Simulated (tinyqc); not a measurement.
# Hot electrons in a saturated n-channel MOSFET, lucky-electron model: effect of the junction depth

Beyond pinch-off the lateral field grows as Esat cosh(y/l) over the velocity-saturated region (pseudo-two-dimensional model). Impact ionisation in this region gives the substrate current, which biases the body forward through Rsub. Currents are per width. Local-field laws: they overstate ionisation when the field peak is narrower than an energy relaxation length.

Cox = 3.9 eps0/tox, l = sqrt(3 tox xj), Esat = 2 vs/mu. Overdrive g = Vg - VT + kb Vb; Vdsat = g Esat L/(g + Esat L); Id = Cox vs (g - Vdsat); dV = Vd - Id Rd - Vdsat; Em = sqrt((dV/l)^2 + Esat^2); Isub = Id (Ai/Bi) l Em exp(-Bi/Em). Vb = Rsub Isub is solved self-consistently. Lifetime tau = (Hl/Id)(Isub/Id)^(-m); 1 year = 3.15576e7 s.

Inputs (values chosen for the exercise); values close to those of silicon n-channel devices:
- L = 0.35 um (channel length)
- tox = 8.9 nm (oxide thickness)
- VT = 0.46 V (threshold)
- mu = 420 cm^2/(V s) (effective mobility)
- vs = 9.7e6 cm/s (saturation velocity)
- Ai = 2e6 1/cm (ionisation prefactor)
- Bi = 1.76 MV/cm (ionisation field)
- Rd = 400 ohm um (resistance of the lightly doped drain)
- Rsub = 4200 ohm um (substrate resistance)
- kb = 0.46 (fall of VT per volt of forward body bias)
- m = 3 (lifetime exponent)
- Hl = 2000 s uA/um (lifetime constant)
- Vd = 2.5 V (drain voltage)
- Vg = 1.6 V (gate voltage)

Constants: eps0 = 8.8541878128e-14 F/cm where lengths are in cm. Results are converted to the units shown.

Effect of the junction depth:

| xj (nm) | Id (uA/um) | Em (MV/cm) | Isub (uA/um) | Isub/Id | tau (years) |
|---|---|---|---|---|---|
| 48 | 182.3 | 0.4915 | 10.15 | 0.05570 | 0.002012 |
| 65 | 180.1 | 0.4239 | 5.691 | 0.03159 | 0.01116 |
| 88 | 178.8 | 0.3656 | 2.923 | 0.01634 | 0.08119 |
| 120 | 178.1 | 0.3142 | 1.329 | 0.007466 | 0.8551 |
| 160 | 177.7 | 0.2732 | 0.5745 | 0.003233 | 10.56 |
| 220 | 177.5 | 0.2343 | 0.1978 | 0.001115 | 257.9 |
| 300 | 177.5 | 0.2020 | 0.06009 | 3.386e-4 | 9196 |

As xj goes from 48 to 300 nm, Em falls from 0.492 to 0.202 MV/cm, Isub falls from 10.2 to 0.0601 uA/um and tau rises from 0.00201 to 9200 years. From the first row to the last, log10(tau) changes by 6.7: 6.6 from (Isub/Id)^(-m), which holds Em and l, and 0.012 from 1/Id. At xj = 300 nm tau is a far extrapolation that only says that hot carriers are no limit.

Numbers from tinyqc (`OMP_NUM_THREADS=1 python tinyqc.py 2550084 2550085 out.jsonl`; about 0.01 s on one thread of a shared Intel Xeon 2.30GHz).
